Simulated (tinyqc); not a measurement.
Undoped gate-all-around wire MOSFET, analytic charge model: one step of the calculation.

An undoped round wire of radius R under an insulator shell and a surrounding gate; long channel, electrons only, n = ni exp((psi - V)/Vt) with V the quasi-Fermi potential (0 at the source, Vd at the drain), constant mobility, no quantisation. The radial Poisson equation gives n(r) = n(0)/(1 - (1 - b) r^2/R^2)^2 with b = Q0/(Q + Q0). Q is the electron charge per area of the wire surface.

Task. Constants of the wire. ni = sqrt(Nc Nv) exp(-Eg/(2 Vt)), Eg in volts; Cox = eps0 eox/(R ln(1 + tox/R)); Q0 = 4 eps0 eps_r Vt/R; V0 = dphi + Vt ln[8 eps0 eps_r Vt/(q ni R^2)].

Values chosen for this exercise; material values close to those of silicon: temperature T = 300 K; band gap Eg = 1.12 eV; relative permittivity of the semiconductor eps_r = 11.8; conduction-band density of states at T Nc = 2.76e19 cm^-3; valence-band density of states at T Nv = 2.65e19 cm^-3; relative permittivity of the gate insulator eox = 9.23; insulator thickness tox = 6.5 nm; wire radius R = 4 nm; gate work function less that of the intrinsic body dphi = 0.24 V.

Constants: q = 1.602176634e-19 C, kB = 1.380649e-23 J/K, Vt = kB T/q, eps0 = 8.8541878128e-14 F/cm where lengths are in cm. Results are converted to the units shown.

Find: ni; Cox; Q0; V0.

Result.

ni = 1.058e10 cm^-3
Cox = 2.117 uF/cm^2
Q0 = 270.1 nC/cm^2
V0 = 0.7699 V

Numbers from tinyqc (`OMP_NUM_THREADS=1 python tinyqc.py 2460103 2460104 out.jsonl`; about 0.03 s on one thread of a shared Intel Xeon 2.30GHz).
